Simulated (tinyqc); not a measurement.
# Schottky barrier on an n-type semiconductor, non-linear Poisson equation by Newton steps: what changes with what

One dimension, metal at x = 0, donor density C(x) = Nd, uniform. Energies are counted from the electron Fermi level of the semiconductor and the conduction-band edge is Ec = -psi, so n = Nc exp(psi/Vt); holes follow the Fermi level of the metal, at -V, so p = Nv exp((V - psi - Eg)/Vt). Ends: psi(0) = V - phiB and psi = Vt ln(Nd/Nc) deep inside. Boltzmann statistics, full ionisation, no current, no image force in the Poisson equation.

Parameters, values chosen for the exercise; band and dielectric values those of a made-up semiconductor: temperature T = 250 K; band gap Eg = 1.21 eV; relative permittivity eps_r = 10.9; conduction-band density of states at T Nc = 2.6e19 cm^-3; valence-band density of states at T Nv = 1.81e19 cm^-3; donor density deep in the semiconductor Nd = 3.3e16 cm^-3; barrier height phiB = 0.84 eV; bias of the metal against the semiconductor V = 0 V.

Constants: q = 1.602176634e-19 C, kB = 1.380649e-23 J/K, Vt = kB T/q, eps0 = 8.8541878128e-14 F/cm where lengths are in cm. Results are converted to the units shown.

Each table varies one quantity; the others keep the values above.

## Capacitance-voltage profiling

The Poisson equation d/dx(eps0 eps_r dpsi/dx) = -q (p - n + C) is solved on a mesh of about 1000 nodes or more that ends in neutral material. C_s = q d/dV of the integral of n over x, from the linearised equation. Probed depth w = eps0 eps_r/C_s; apparent doping N_app = C_s^3/(q eps0 eps_r dC_s/dV), the derivative by central differences over +/- 0.02 V.

The same in every row: true C(w) (cm^-3) = 3.300e16.

Results:
```
V (V),C_s (nF/cm^2),w (nm),N_app (cm^-3),|E_0| (kV/cm)
0,61.49,157.0,3.298e16,85.98
-0.5,46.60,207.1,3.299e16,113.5
-0.75,42.32,228.1,3.300e16,124.9
-1,39.03,247.3,3.300e16,135.5
-1.25,36.41,265.1,3.300e16,145.2
-1.5,34.25,281.8,3.300e16,154.4
-1.75,32.44,297.5,3.300e16,163.0
-2,30.88,312.5,3.300e16,171.2
```

Estimate the missing row, V = -0.25 V.

Computed row:
```
V (V),C_s (nF/cm^2),w (nm),N_app (cm^-3),|E_0| (kV/cm)
-0.25,52.52,183.7,3.299e16,100.7
```

With this row back in the table: C_s falls from 61.5 to 30.9 nF/cm^2 while the probed depth goes from 157 to 312 nm. The apparent doping stays near 3.30e16 cm^-3. It departs most from the true doping at that depth for V = 0 V, where it is 0.055 % below it; so the doping is read well over the depths probed, the small gap being the error of the finite difference in V.

## Effect of the relative permittivity

First integral for uniform doping: E_0^2 = (2 q/(eps0 eps_r)) [Nd (U - Vt + Vt exp(-U/Vt)) + Vt p_0], U = Vbi - V, Vbi = phiB - Vt ln(Nc/Nd), p_0 = Nv exp((phiB - Eg)/Vt) (deep holes neglected). Image-force lowering dphi = sqrt(q E_0/(4 pi eps0 eps_r)), at x_m = sqrt(q/(16 pi eps0 eps_r E_0)). W = sqrt(2 eps0 eps_r U/(q Nd)).

The same in every row: Vbi (V) = 0.6963; p_0/Nd = 1.907e-5.

Effect of the relative permittivity:
```
eps_r,W (nm),E_0 (kV/cm),dphi (mV),exp(dphi/Vt)
6,118.3,115.9,52.74,11.57
8,136.6,100.4,42.50,7.192
10,152.7,89.77,35.95,5.306
12,167.3,81.95,31.36,4.287
14,180.7,75.87,27.93,3.657
16,193.2,70.97,25.27,3.232
18,204.9,66.91,23.14,2.927
20,216.0,63.48,21.38,2.698
```

Read the table: what changes, and by how much?

As eps_r goes from 6 to 20, the surface field falls from 116 to 63.5 kV/cm, the lowering falls from 52.7 to 21.4 mV and W rises from 118 to 216 nm. Over the table the lowering goes as eps_r^(-0.75); the depletion formulas give -3/4.

Numbers from tinyqc (`OMP_NUM_THREADS=1 python tinyqc.py 2020130 2020131 out.jsonl`; about 0.06 s on one thread of a shared Intel Xeon 2.30GHz).
